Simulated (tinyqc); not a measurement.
From results back to parameters: two-level Kane dispersion of a narrow-gap semiconductor. Two cases, with inputs chosen for the exercise.

Problem. In the two-level Kane model E = Eg/2 + sqrt(Eg^2/4 + (2/3) Ep c k^2), c = hbar^2/2m0, and the momentum mass is m(k) = (3/(2 Ep)) sqrt(Eg^2 + (8/3) Ep c k^2). It is given at the Fermi wave vectors kF = (3 pi^2 n)^(1/3) of two densities (1 cm^-3 = 1e-24 angstrom^-3).

Constants: hbar^2/2m0 = 3.80998211 eV angstrom^2.

Find: kF^2; Ep; edge mass; |Eg|.

Case 1.

Values chosen (out of a larger set: near those of HgTe; not measured data): n12 = (2e+15, 1.8e+18) cm^-3 (two densities).

masses at the two densities (m0): 0.02530089  0.04918764

Solution.

kF^2 (1/angstrom^2): 1.5193e-05  0.0014162

Ep = 18.0 eV
edge mass = 0.02492 m0
|Eg| = 0.299 eV

m^2 = m0*^2 + (6 c/Ep) kF^2 is a straight line in kF^2: the slope gives Ep, the intercept the edge mass, and |Eg| = (2/3) Ep m0*. The sign of Eg does not enter. For Eg < 0 the edge mass does not depend on Dso, which enters only as EF nears it.

Case 2.

Values chosen (out of a larger set: near those of InAs; not measured data): n12 = (1.9e+15, 5.2e+17) cm^-3 (two densities).

masses at the two densities (m0): 0.02998270  0.03911083

Solution.

kF^2 (1/angstrom^2): 1.4682e-05  0.00061889

Ep = 21.9 eV
edge mass = 0.02973 m0
|Eg| = 0.434 eV

m^2 = m0*^2 + (6 c/Ep) kF^2 is a straight line in kF^2: the slope gives Ep, the intercept the edge mass, and |Eg| = (2/3) Ep m0*. The sign of Eg does not enter. The two-level form takes Dso as infinite, which overstates the mass where Dso is not large against Eg.

Computed by tinyqc, one run a case: `OMP_NUM_THREADS=1 python tinyqc.py N N+1 out.jsonl` with N = 1051258, 1051270; one thread of a shared Intel(R) Xeon(R) Processor @ 2.30GHz, about 0.01 s a run at most.
